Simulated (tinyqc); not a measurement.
Heavy and light holes: cyclotron masses of warped hole bands.

Values chosen for the exercise (near those of Si; shifted at random, so the results belong to these values and not to a real crystal): g1 = 4.29 (Luttinger gamma1); g2 = 0.34 (gamma2); g3 = 1.45 (gamma3); ths = (0, 10, 25, 35, 55, 70, 90) degrees (angles).

E = c k^2 f(n) with f = g1 -/+ 2 sqrt(g2^2 + 3 (g3^2 - g2^2)(nx^2 ny^2 + ny^2 nz^2 + nz^2 nx^2)). For the orbit through k = 0 perpendicular to b = (sin(theta)/sqrt2, sin(theta)/sqrt2, cos(theta)), mc is the mean of 1/f over the directions n in that plane (180 evenly spaced angles). Quantum effects of the lowest levels are left out.

Cyclotron masses (m0):

| theta (degrees) | heavy | light |
|---|---|---|
| 0 | 0.4176 | 0.1677 |
| 10 | 0.4307 | 0.1647 |
| 25 | 0.4875 | 0.1557 |
| 35 | 0.5316 | 0.1507 |
| 55 | 0.5696 | 0.1465 |
| 70 | 0.5595 | 0.1488 |
| 90 | 0.5463 | 0.1541 |

What does the comparison show?

The heavy mass varies by 36 % over the table, with its largest listed value at 55 degrees ([111] lies at 54.7) and its smallest at 0; the light mass varies by 14.4 %. The warping term enters both with the same size, but it is set against a small inverse mass in one and a large one in the other (along [111], g1 - 2 g3 = 1.39 and g1 + 2 g3 = 7.19).

tinyqc: `OMP_NUM_THREADS=1 python tinyqc.py 1251738 1251739 out.jsonl`; about 0.01 s, one thread, shared Intel(R) Xeon(R) Processor @ 2.30GHz.
